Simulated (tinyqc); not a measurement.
Coherent potential approximation for a binary alloy with a semi-elliptic band: one step. Densities on A and B, and the lifetime. Three cases, with inputs chosen for the exercise.

Task: G_i = G/(1 - (e_i - S) G); densities -Im G_i/pi; their weighted sum must be -Im G/pi. Lifetime hbar/(2 |Im S|), which has a meaning only while |Im S| is small against W. Weak-scattering value of S: x (1 - x) d^2 G.

Site levels eA = -x d (share 1 - x) and eB = (1 - x) d (share x), so that their mean, the virtual crystal, is 0. Pure band: G0(z) = 2 (z - sqrt(z - W) sqrt(z + W))/W^2 with principal roots, density -Im G/pi per site. The medium has a self-energy S(z), G = G0(z - S), z = E + i eta. t_i = (e_i - S)/(1 - (e_i - S) G); the CPA demands <t> = (1 - x) tA + x tB = 0. Iteration: start at S = 0, set S(new) = S + <t>/(1 + <t> G), stop when |<t>| < 1e-9 eV.

Constants: hbar = 6.58211957e-16 eV s.

Give: densities; lifetime; weak-scattering S.

Case 1.

Values chosen: x = 0.1 (fraction of B); d = 0.6 eV (eB - eA).

eA, eB (eV): [-0.060000, 0.540000]

S = -0.0019144-0.0281628i eV
G = 0.2623907-0.7619171i 1/eV

Result:

densities (1/eV): on A 0.2390, on B 0.2740, weighted sum 0.2425, medium 0.2425

lifetime = 11.7 fs
weak-scattering S = 0.0085-0.0247i eV

A B site carries the larger density here, by a factor 1.15; the weak-scattering value is 39 % from S.

Case 2.

Values chosen: x = 0.46 (fraction of B); d = 0.91 eV (eB - eA).

eA, eB (eV): [-0.418600, 0.491400]

S = 0.2086974-0.2886369i eV
G = 0.3300516-1.2333202i 1/eV

Result:

densities (1/eV): on A 0.1641, on B 0.6607, weighted sum 0.3926, medium 0.3926

lifetime = 1.14 fs
weak-scattering S = 0.0679-0.2537i eV

A B site carries the larger density here, by a factor 4.03; the weak-scattering value is 41 % from S.

Case 3.

Values chosen: x = 0.09 (fraction of B); d = 0.62 eV (eB - eA).

eA, eB (eV): [-0.055800, 0.564200]

S = -0.0173120-0.0133383i eV
G = -0.5235970-0.7593676i 1/eV

Result:

densities (1/eV): on A 0.2531, on B 0.1269, weighted sum 0.2417, medium 0.2417

lifetime = 24.7 fs
weak-scattering S = -0.0165-0.0239i eV

An A site carries the larger density here, by a factor 1.99; the weak-scattering value is 49 % from S.

Computed by tinyqc, one run a case: `OMP_NUM_THREADS=1 python tinyqc.py N N+1 out.jsonl` with N = 1451948, 1452093, 1452414; one thread of a shared Intel(R) Xeon(R) Processor @ 2.30GHz, about 0.01 s a run at most.
